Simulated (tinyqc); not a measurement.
Inputs raised by 2 %, one at a time: straight dislocations in isotropic elasticity: fields, energies, partials, Peierls stress and walls. Computed by tinyqc, a small Python program. Command: `OMP_NUM_THREADS=1 python tinyqc.py 3000981 3000982 out.jsonl disloc sens`. One thread of a shared host (Intel(R) Xeon(R) Processor @ 2.30GHz), about 0.01 s of CPU time with the checks.

The line runs along z, the glide plane is y = 0, and beta is the angle between b and the line (0 screw, 90 degrees edge): b_e = b sin(beta) along +x with the extra half plane at y > 0, b_s = b cos(beta). Stress is positive in tension.

Inputs (values chosen for the exercise, modelled on GaAs):
```
quantity                          value      unit
shear modulus G                    47.3       GPa
Poisson ratio nu                  0.238         -
Burgers vector b                      4  angstrom
stacking-fault energy gamma        49.5    mJ/m^2
dislocation density rho         2.9e+12     1/m^2
core radius r0/b                    1.5         -
unstable fault energy gamma_us     1690    mJ/m^2
```

Character: 60-degree.

Constants: 1 eV/angstrom^3 = 160.2176634 GPa.

Method:
- Energy factor K = G [cos^2(beta) + sin^2(beta)/(1 - nu)].
- E = K b^2/(4 pi) ln(R/r0) with R = 1/(2 sqrt(rho)); tension T = E + d^2E/d(beta)^2 = G b^2 [1 + nu - 3 nu sin^2(beta)]/(4 pi (1 - nu)) ln(R/r0). The core energy is taken into r0.
- Shockley partials have b_p = b/sqrt(3) at the angles beta -/+ 30 degrees; their repulsion balances the fault at d = G b_p^2/(8 pi gamma) (2 - nu)/(1 - nu) [1 - 2 nu cos(2 beta)/(2 - nu)].
- Misfit energy gamma(u) = (gamma_us/2)(1 - cos(2 pi u/b)), so the largest restoring stress is tau_max = pi gamma_us/b; u(x) = b/2 + (b/pi) arctan(x/zeta), zeta = K b/(4 pi tau_max). Summing the misfit energy over atomic rows a' apart gives, for a wide core, W_P = (K b^2/pi) exp(-2 pi zeta/a') and sigma_P = (K b/a') exp(-2 pi zeta/a'); a' = b/2 for edge and 30-degree lines, b sqrt(3)/2 for screw and 60-degree lines.

Runs; columns: (1) input moved; (2) from; (3) to; (4) line energy E (eV/nm); (5) splitting width d (nm); (6) Peierls stress sigma_P (MPa); (7) half width zeta (angstrom):
```
(1)                                          (2)        (3)    (4)    (5)   (6)    (7)
base run                                       -          -  28.73  5.322  5320  1.400
shear modulus G (GPa)                       47.3     48.246  29.31  5.429  5157  1.428
Poisson ratio nu                           0.238    0.24276  28.88  5.356  5279  1.407
Burgers vector b (angstrom)                    4       4.08  29.80  5.537  5056  1.457
stacking-fault energy gamma (mJ/m^2)        49.5      50.49  28.73  5.218  5320  1.400
dislocation density rho (1/m^2)          2.9e+12  2.958e+12  28.69  5.322  5320  1.400
unstable fault energy gamma_us (mJ/m^2)     1690     1723.8  28.73  5.322  5591  1.373
core radius r0/b                             1.5       1.53  28.64  5.322  5320  1.400
```

Exponents ln(y'/y) / ln(x'/x):
```
input                           line energy E  splitting width d  Peierls stress sigma_P  half width zeta
shear modulus G                         1.000              1.000                  -1.565            1.000
Poisson ratio nu                        0.253              0.316                  -0.390            0.253
Burgers vector b                        1.838              2.000                  -2.565            2.000
stacking-fault energy gamma             0.000             -1.000                   0.000            0.000
dislocation density rho                -0.081              0.000                   0.000            0.000
unstable fault energy gamma_us          0.000              0.000                   2.514           -1.000
core radius r0/b                       -0.162              0.000                   0.000            0.000
```

Among the inputs moved here: line energy E answers most in size to Burgers vector b (exponent +1.838), next to shear modulus G (+1.000); its exponent is below 0.0005 for stacking-fault energy gamma, unstable fault energy gamma_us. Its exponent +1.000 in shear modulus G: linear elasticity. Splitting width d answers most in size to Burgers vector b (exponent +2.000), next to shear modulus G (+1.000); its exponent is below 0.0005 for dislocation density rho, unstable fault energy gamma_us, core radius r0/b. Its exponent +2.000 in Burgers vector b: the force between partials goes as b^2. Its exponent -1.000 in stacking-fault energy gamma: repulsion falls as 1/d. Peierls stress sigma_P answers most in size to Burgers vector b (exponent -2.565), and about equally to unstable fault energy gamma_us (+2.514); its exponent is below 0.0005 for stacking-fault energy gamma, dislocation density rho, core radius r0/b. Half width zeta answers most in size to Burgers vector b (exponent +2.000), next to shear modulus G (+1.000); its exponent is below 0.0005 for stacking-fault energy gamma, dislocation density rho, core radius r0/b. Its exponent -1.000 in unstable fault energy gamma_us: a stiffer glide plane narrows the core.

Caution (all rows): for a core this narrow higher harmonics of the row sum matter and the wide-core formula is rough. Caution (all rows): in covalent crystals lines are dissociated and reconstructed and move by kinks, so this sinusoidal model gives only the trend.
